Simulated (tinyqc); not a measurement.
Worked calculation: configuration-coordinate model of a defect: Huang-Rhys factor and luminescence line shape. Computed by tinyqc, a small Python program that keeps every step. Command: `OMP_NUM_THREADS=1 python tinyqc.py 3021229 3021230 out.jsonl ccline walk`. One thread of a shared host (Intel(R) Xeon(R) Processor @ 2.30GHz), about 0.01 s of CPU time with the checks. Intermediate numbers are printed to about 5 digits and carried at full precision; extremes and crossings named in words are read from the listed rows.

Ground state E_g(Q) = (1/2) omega_g^2 Q^2; excited state E_e(Q) = E_0 + (1/2) omega_e^2 (Q - dQ)^2 with omega_e = omega_g and E_0 = E_ZPL. Q is mass-weighted; the dipole does not depend on Q (Condon approximation).

Inputs (values chosen for the exercise, for a model defect):

| quantity | value | unit |
|---|---|---|
| zero-phonon energy E_ZPL | 1.21 | eV |
| displacement dQ | 0.45 | u^(1/2) angstrom |
| ground-state phonon hbar omega_g | 39.3 | meV |
| temperature T | 20 | K |
| refractive index n_r | 3.1 | - |
| transition dipole mu | 1.6 | e angstrom |
| quenching prefactor nu_0 | 3e+11 | 1/s |

Modes: equal frequencies in both states.

Constants: hbar^2/u = 4.18015928e-03 eV angstrom^2; k_B = 8.617333262e-05 eV/K; hbar = 6.582119569e-16 eV s; e = 1.602176634e-19 C; eps_0 = 8.8541878128e-12 F/m; hbar = 1.054571817e-34 J s; c = 299792458 m/s.

## Huang-Rhys factors and vertical energies

S = hbar omega dQ^2/(2 hbar^2/u) for each state; relaxation energy S hbar omega; absorption at E_0 + S_e hbar omega_e, emission at E_0 - S_g hbar omega_g; the Stokes shift is their difference.

S_g = 0.95191

S_e = 0.95191

relaxation energy, ground state = 0.037410 eV

relaxation energy, excited state = 0.037410 eV

vertical absorption energy = 1.2474 eV

vertical emission energy = 1.1726 eV

Stokes shift = 0.074820 eV

The coupling is intermediate: phonon replicas can be resolved beside the zero-phonon line.

## Emission lines at zero temperature

From the lowest excited level the line to ground level n lies at E_ZPL - n hbar omega_g with Franck-Condon weight exp(-S) S^n/n!; the emitted intensity carries a further factor E^3. S = S_g; up to eleven lines, of positive energy only, from n = max(0, integer part of S - 5).

Lines:

| n | energy (eV) | weight | intensity / largest |
|---|---|---|---|
| 0 | 1.2100 | 3.8600e-01 | 1.0000e+00 |
| 1 | 1.1707 | 3.6744e-01 | 8.6214e-01 |
| 2 | 1.1314 | 1.7488e-01 | 3.7038e-01 |
| 3 | 1.0921 | 5.5491e-02 | 1.0570e-01 |
| 4 | 1.0528 | 1.3206e-02 | 2.2535e-02 |
| 5 | 1.0135 | 2.5141e-03 | 3.8274e-03 |
| 6 | 0.9742 | 3.9887e-04 | 5.3929e-04 |
| 7 | 0.9349 | 5.4241e-05 | 6.4814e-05 |
| 8 | 0.8956 | 6.4540e-06 | 6.7799e-06 |
| 9 | 0.8563 | 6.8262e-07 | 6.2677e-07 |
| 10 | 0.8170 | 6.4979e-08 | 5.1820e-08 |

The weight peaks at n = 0 and the intensity at n = 0.

## Band at temperature T

Overlaps <m_e|n_g> of harmonic-oscillator functions (Hermite recursion, positive leading coefficients) by a sum over an even grid (700 points from x = -9 to 9 + d for the small table, 1500 points from -16 to 16 + d for the thermal sums), with x = Q sqrt(omega_g/hbar), d = sqrt(2 S_g) and frequency ratio omega_e/omega_g. Initial levels m = 0..24 carry Boltzmann weights exp(-m hbar omega_e/k_B T), normalised; final levels n = 0..79; a line lies at E_ZPL + m hbar omega_e - n hbar omega_g with weight w_m <m|n>^2. Moments are taken over these weights without the E^3 factor; FWHM = 2 sqrt(2 ln 2) x standard deviation; the zero-phonon weight is the sum of w_m <m|m>^2.

mean emission energy = 1.1726 eV

FWHM from the second moment = 0.090292 eV

zero-phonon weight = 0.38600

skewness = -1.0249

Caution: for small S the spectrum is a set of resolved lines, and a Gaussian width has little meaning.

## Crossing, radiative lifetime and thermal quenching

The curves cross at the root Q_c nearest dQ; the barrier is (1/2) omega_e^2 (Q_c - dQ)^2, with (1/2) omega^2 = (hbar omega)^2/(2 hbar^2/u). k_r = n_r omega^3 mu^2/(3 pi eps_0 hbar c^3) at the vertical emission energy, without local-field correction; k_nr = nu_0 exp(-barrier/k_B T) (Mott-Seitz); yield = k_r/(k_r + k_nr); T_1/2 = barrier/(k_B ln(nu_0/k_r)).

Q_c = 7.5025 u^(1/2) angstrom

classical barrier = 9.1885 eV

radiative lifetime = 20.587 ns

luminescence yield = 1

quenching temperature T_1/2 = 12216 K

The barrier is so high that this route does not halve the yield below 1000 K. Caution: the curves cross far outside the range of the harmonic model, so the barrier and T_1/2 have no quantitative meaning.

## Width and zero-phonon weight against temperature

For comparison: FWHM(0) sqrt(coth(hbar omega_e/2 k_B T)) with FWHM(0) from the first row, and exp(-S_g coth(hbar omega_e/2 k_B T)).

Against temperature:

| T (K) | mean energy (eV) | FWHM (eV) | coth law (eV) | zero-phonon weight | exp(-S coth) |
|---|---|---|---|---|---|
| 23 | 1.1726 | 0.09029 | 0.09029 | 0.38600 | 0.38600 |
| 68 | 1.1726 | 0.09040 | 0.09040 | 0.38553 | 0.38511 |
| 140 | 1.1726 | 0.09384 | 0.09384 | 0.37130 | 0.35768 |
| 230 | 1.1726 | 0.10371 | 0.10371 | 0.33466 | 0.28483 |
| 360 | 1.1726 | 0.12061 | 0.12061 | 0.28528 | 0.18293 |
| 550 | 1.1726 | 0.14415 | 0.14415 | 0.23778 | 0.08839 |
| 780 | 1.1726 | 0.16934 | 0.16934 | 0.20367 | 0.03514 |

The width grows by a factor 1.88, flat while k_B T is well below hbar omega and as sqrt(T) above; for equal frequencies the coth law is exact. The mean energy stays fixed, as it must for equal frequencies. The zero-phonon weight goes from 0.386 to 0.204; the single exponential assumes equal frequencies, leaves out lines that absorb and emit the same number of phonons, and falls to 0.0351.

Checks made by the program: grid overlaps at equal frequencies against the Poisson weights (relative difference below 1e-10); width at T against the coth law (relative difference below 1e-10).
